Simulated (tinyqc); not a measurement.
Capillary instabilities by surface diffusion: grooving and agglomeration of films, edge retraction, wire break-up and smoothing of roughness. From critical R/h back to grain-boundary energy gamma_b. Computed by tinyqc, a small Python program. Command: `OMP_NUM_THREADS=1 python tinyqc.py 3019617 3019618 out.jsonl dewet inv`. One thread of a shared host (Intel(R) Xeon(R) Processor @ 2.30GHz), about 0.01 s of CPU time with the checks.

Isotropic surface energy; shapes change by surface diffusion alone.

Inputs (values chosen for the exercise, of the order of those of silicon on oxide): surface energy gamma_s = 1.43 J/m^2; film thickness h = 5.8 nm; grain radius R = 15 nm.

Grooves: at the surface only.

Method. Groove angle beta: sin(beta) = gamma_b/(2 gamma). For circular grains of radius R with spherical caps the groove ends (measured from the mean surface) at the depth R g(beta), g = (2 - 3 cos beta + cos^3 beta)/(3 sin^3 beta). The film parts if R g(beta_s) > h.

Task: A run gave the result below. Find the grain-boundary energy gamma_b, known to lie between 0.23 and 0.73 J/m^2.

critical R/h = 30.13601

Result:

Each step takes the trial c = (a f_b - b f_a)/(f_b - f_a), f being the result less the target and a, b, c the logarithms of the listed values; c replaces end b, the old b replaces a if the sign of f changed, and otherwise f_a is halved.

Scan of the range:
```
grain-boundary energy gamma_b (J/m^2)  critical R/h
0.230                                       49.6317
0.279                                       40.8732
0.338                                       33.6881
0.410                                       27.7104
0.497                                       22.7848
0.602                                       18.7198
0.730                                       15.3257
```

False position (Illinois rule, in the logarithm of the input) inside the bracket:
```
step     end a     end b     trial  critical R/h
1     0.338000  0.410000  0.379099       29.9994
2     0.338000  0.379099  0.376004       30.2492
3     0.379099  0.376004  0.377403       30.1358
4     0.376004  0.377403  0.377400       30.1360
5     0.376004  0.377400  0.377400       30.1360
6     0.377400  0.377400  0.377400       30.1360
```

Critical R/h falls at every point of a 13-point scan of the range (every second point is shown), so one value fits; it is bracketed by 0.338 and 0.410. Answer: grain-boundary energy gamma_b = 0.3774 J/m^2.
